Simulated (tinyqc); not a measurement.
Straight dislocations in isotropic elasticity: fields, energies, partials, Peierls stress and walls: one step, computed by the program tinyqc. Command: `OMP_NUM_THREADS=1 python tinyqc.py 3016525 3016526 out.jsonl disloc walk`. One thread of a shared host (Intel(R) Xeon(R) Processor @ 2.30GHz), about 0.01 s of CPU time with the checks.

The line runs along z, the glide plane is y = 0, and beta is the angle between b and the line (0 screw, 90 degrees edge): b_e = b sin(beta) along +x with the extra half plane at y > 0, b_s = b cos(beta). Stress is positive in tension.

Question. Line energy and line tension. Energy factor K = G [cos^2(beta) + sin^2(beta)/(1 - nu)]. E = K b^2/(4 pi) ln(R/r0) with R = 1/(2 sqrt(rho)); tension T = E + d^2E/d(beta)^2 = G b^2 [1 + nu - 3 nu sin^2(beta)]/(4 pi (1 - nu)) ln(R/r0). The core energy is taken into r0.

Inputs (values chosen for the exercise, modelled on gold):
```
quantity                   value      unit
shear modulus G               26       GPa
Poisson ratio nu           0.413         -
Burgers vector b           2.884  angstrom
dislocation density rho  1.3e+14     1/m^2
core radius r0/b             1.5         -
```

Character: screw.

Constants: 1 eV/angstrom^3 = 160.2176634 GPa.

Give: energy factor K; ln(R/r0); line energy E; line tension T; stored energy rho E.

Answer.

energy factor K = 26 GPa

ln(R/r0) = 4.619

line energy E = 4.961 eV/nm

line tension T = 11.94 eV/nm

stored energy rho E = 103.3 kJ/m^3

T/E = 2.41: bowing turns parts of the line towards the costlier edge character, so it is stiff.
